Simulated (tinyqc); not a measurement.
# Carrier lifetime from Shockley-Read-Hall, radiative, Auger and surface recombination, step by step

A worked calculation. Computed by tinyqc, a small Python program that keeps every step. Command: `OMP_NUM_THREADS=1 python tinyqc.py 3024290 3024291 out.jsonl lifetime walk`. One thread of a shared host (Intel(R) Xeon(R) Processor @ 2.30GHz), about 0.02 s of CPU time with the checks. Intermediate numbers are printed to about 5 digits and carried at full precision; extremes and crossings named in words are read from the listed rows.

Energies are counted from the top of the valence band. Boltzmann statistics, full ionisation, and equal excess densities of electrons and holes.

Inputs (values chosen for the exercise, with bands modelled on GaAs):

| quantity | value | unit |
|---|---|---|
| gap E_g | 1.4 | eV |
| electron mass m_e | 0.0645 | m_0 |
| valleys M_c | 1 | - |
| hole mass m_h | 0.545 | m_0 |
| temperature T | 300 | K |
| doping N | 7.2e+14 | cm^-3 |
| trap level E_t | 0.536 | eV |
| trap density N_t | 7e+13 | cm^-3 |
| electron cross-section sigma_n | 4.3e-17 | cm^2 |
| hole cross-section sigma_p | 1.2e-16 | cm^2 |
| radiative coefficient B | 2.2e-10 | cm^3/s |
| Auger coefficient C_n | 4.3e-31 | cm^6/s |
| Auger coefficient C_p | 4.1e-31 | cm^6/s |
| excess density dn | 4.3e+16 | cm^-3 |
| generation rate G | 4.3e+21 | cm^-3 s^-1 |
| diffusion coefficient D | 35 | cm^2/s |
| surface velocity S | 640 | cm/s |
| thickness W | 350 | micrometre |

Doping: n-type. Surface term: two equal surfaces.

Constants: m_0 = 9.1093837015e-31 kg; k_B = 1.380649e-23 J/K; h = 6.62607015e-34 J s; k_B = 8.617333262e-05 eV/K.

## Equilibrium densities

N_c = 2 M_c (2 pi m_e k_B T/h^2)^(3/2) and N_v = 2 (2 pi m_h k_B T/h^2)^(3/2), masses in units of m_0. n_i = sqrt(N_c N_v) exp(-E_g/2 k_B T); majority density N/2 + sqrt(N^2/4 + n_i^2), minority density n_i^2 over it.

N_c = 4.1107e+17 cm^-3

N_v = 1.0096e+19 cm^-3

n_i = 3.5445e+06 cm^-3

n_0 = 7.20e+14 cm^-3

p_0 = 0.017449 cm^-3

## Capture times and SRH densities

v = sqrt(3 k_B T/m) with m_e or m_h; tau_n0 = 1/(sigma_n v_n N_t), tau_p0 = 1/(sigma_p v_p N_t); n1 = N_c exp(-(E_g - E_t)/k_B T), p1 = N_v exp(-E_t/k_B T).

v_n = 4.5987e+07 cm/s

v_p = 1.5820e+07 cm/s

tau_n0 = 7.2243e-06 s

tau_p0 = 7.5249e-06 s

n1 = 1257.0 cm^-3

p1 = 9.9945e+09 cm^-3

n1 and p1 are both far below the doping: the level acts as a deep recombination centre.

## Surface lifetime

The slowest diffusion mode has x tan x = S W/(2 D) with 0 < x < pi/2 (bisection), and tau_s = W^2/(4 x^2 D). The common approximation is W/(2 S) + W^2/(pi^2 D).

x = 0.53722

tau_s = 3.0318e-05 s

approximate tau_s = 3.0890e-05 s

The approximation is off by 1.9 %. Surface and diffusion both limit.

## Lifetimes at the given injection

With n = n_0 + dn, p = p_0 + dn and U/dn = 1/tau: (n p - n_i^2)/dn = n_0 + p_0 + dn = s; 1/tau_SRH = s/[tau_p0 (n + n1) + tau_n0 (p + p1)]; 1/tau_rad = B s; 1/tau_Aug = (C_n n + C_p p) s; the rates add, with 1/tau_s. Radiative efficiency = tau_eff/tau_rad; effective diffusion length = sqrt(D tau_eff).

tau_SRH at dn = 1.4630e-05 s

tau_rad at dn = 1.0397e-07 s

tau_Aug at dn = 6.2786e-04 s

effective lifetime at dn = 1.0287e-07 s

radiative efficiency at dn = 0.98941

effective diffusion length at dn = 18.975 micrometre

Radiative recombination carries 99 % of the rate; dn/N = 60 is high injection. Caution: beyond low injection D should be the ambipolar coefficient.

## Steady state under generation

dn solves dn/tau_eff(dn) = G (60 bisections in ln dn between 1e-2 and 1e22 cm^-3); the splitting of the quasi-Fermi levels is k_B T ln(n p/n_i^2).

steady excess density = 3.8599e+15 cm^-3

lifetime in the steady state = 8.9764e-07 s

quasi-Fermi splitting under G = 1.0803 eV

The splitting, an upper bound for e V_oc, is 77 % of the gap.

## Lifetime against injection

Rows stop below half the smaller effective density of states.

Lifetimes (s):

| dn (cm^-3) | SRH | radiative | Auger | effective | radiative efficiency | fastest channel |
|---|---|---|---|---|---|---|
| 1.00e+10 | 7.5251e-06 | 6.3130e-06 | 4.4859e+00 | 3.0838e-06 | 0.48848 | radiative |
| 1.00e+11 | 7.5260e-06 | 6.3123e-06 | 4.4842e+00 | 3.0838e-06 | 0.48854 | radiative |
| 1.00e+12 | 7.5350e-06 | 6.3044e-06 | 4.4677e+00 | 3.0834e-06 | 0.48909 | radiative |
| 1.00e+13 | 7.6240e-06 | 6.2267e-06 | 4.3077e+00 | 3.0793e-06 | 0.49454 | radiative |
| 1.00e+14 | 8.4060e-06 | 5.5432e-06 | 3.0984e+00 | 3.0089e-06 | 0.54281 | radiative |
| 1.00e+15 | 1.1725e-05 | 2.6427e-06 | 5.0574e-01 | 2.0134e-06 | 0.76187 | radiative |
| 1.00e+16 | 1.4264e-05 | 4.2402e-07 | 1.0710e-02 | 4.0624e-07 | 0.95808 | radiative |
| 1.00e+17 | 1.4698e-05 | 4.5130e-08 | 1.1776e-04 | 4.4908e-08 | 0.99508 | radiative |

tau_SRH goes from 7.53e-6 s at low injection (the minority capture time, 7.52e-6 s) to 1.47e-5 s in the last row; at high injection it tends to tau_n0 + tau_p0 = 1.47e-5 s. Ruling channel by row: radiative from 1e10 cm^-3.

## Where in the gap a trap does harm

Low injection: tau = [tau_p0 (n_0 + n1) + tau_n0 (p_0 + p1)]/(n_0 + p_0). Depleted region (n = p = 0): generation lifetime tau_g = (tau_p0 n1 + tau_n0 p1)/n_i. n1 = N_c exp(-(E_g - E_t)/k_B T), p1 = N_v exp(-E_t/k_B T).

The same trap at other energies:

| E_t (eV) | SRH lifetime (s) | generation lifetime (s) |
|---|---|---|
| 0.084 | 3.9384e-03 | 7.9849e+05 |
| 0.210 | 3.7571e-05 | 6.1032e+03 |
| 0.350 | 7.6585e-06 | 2.7143e+01 |
| 0.490 | 7.5255e-06 | 1.2072e-01 |
| 0.630 | 7.5249e-06 | 5.3697e-04 |
| 0.700 | 7.5249e-06 | 3.7322e-05 |
| 0.770 | 7.5249e-06 | 2.5155e-05 |
| 0.910 | 7.5249e-06 | 5.1194e-03 |
| 1.050 | 7.5306e-06 | 1.1511e+00 |
| 1.190 | 8.7991e-06 | 2.5883e+02 |
| 1.316 | 1.7423e-04 | 3.3862e+04 |

The SRH lifetime (other channels left aside) stays within 10 % of its least value, among these rows, from E_t = 0.35 to 1.05 eV. The generation lifetime has a sharp minimum, among these rows at 0.77 eV and exactly at 0.741 eV, where tau_p0 n1 = tau_n0 p1, since generation needs two thermal jumps and the larger one rules.

Checks made by the program: n1 p1 = n_i^2 (relative difference below 1e-10); x tan x at the root (relative difference below 1e-10).
